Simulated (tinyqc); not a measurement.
One-diode model of a solar cell: two steps of the calculation.

J is the current delivered and Vj = V + J Rs the junction voltage. J = X JL - J01 (exp(Vj/(n1 Vt)) - 1) - Vj/Rp. The photocurrent does not depend on voltage.

Parameters, values chosen for the exercise; values of the order met in cells of silicon:
- T = 298.15 K (temperature)
- JL = 41.9 mA/cm^2 (photocurrent at one sun)
- X = 10 suns (concentration)
- J01 = 3.6e-8 A/cm^2 (saturation current of the diode)
- n1 = 1.51 (ideality factor of the diode)
- Rs = 0 ohm cm^2 (series resistance)
- Rp = 40000 ohm cm^2 (shunt resistance)
- Pin = 100 mW/cm^2 (incident power at one sun)

Constants: q = 1.602176634e-19 C, kB = 1.380649e-23 J/K, Vt = kB T/q. Results are converted to the units shown.

Question 1. New Vj. Maximum power: dP/dVj = f = J (1 + 2 Rs G) - G Vj = 0. G = -dJ/dVj = J01 exp(Vj/(n1 Vt))/(n1 Vt) + 1/Rp. H = dG/dVj; f' = -2 G - 2 Rs G^2 + (2 Rs J - Vj) H; Vj(new) = Vj - f/f'.

Vj at the start = 0.57 V

Wanted: J; G; H; f; f'; Vj after iteration 1.

Answer 1.

J = 332.47 mA/cm^2
G = 2.2300 S/cm^2
H = 57.481 S/(cm^2 V)
f = -938.66 mA/cm^2
f' = -37.224 S/cm^2
Vj after iteration 1 = 0.54478 V

Question 2. Figures of merit. Jsc at V = 0, Voc at J = 0, the maximum power point where J (1 + 2 Rs G) = G Vj with G = -dJ/dVj; FF = Vmp Jmp/(Voc Jsc); efficiency Vmp Jmp/(X Pin). Empirical fill factor without parasitics FF0 = (v - ln(v + 0.72))/(v + 1), v = Voc/(n1 Vt).

Give: Jsc; Voc; Vmp; Jmp; FF; efficiency; FF0.

Answer 2.

Jsc = 419.0 mA/cm^2
Voc = 0.6312 V
Vmp = 0.5272 V
Jmp = 390.3 mA/cm^2
FF = 0.7780
efficiency = 20.58 %
FF0 = 0.7781

FF is 0.012 % below FF0. Removing one loss at a time changes the efficiency by: shunt +0.00 points.

Computed by the program tinyqc: `OMP_NUM_THREADS=1 python tinyqc.py 2280042 2280043 out.jsonl`, one thread of a shared Intel Xeon 2.30GHz, about 0.01 s for the whole run.
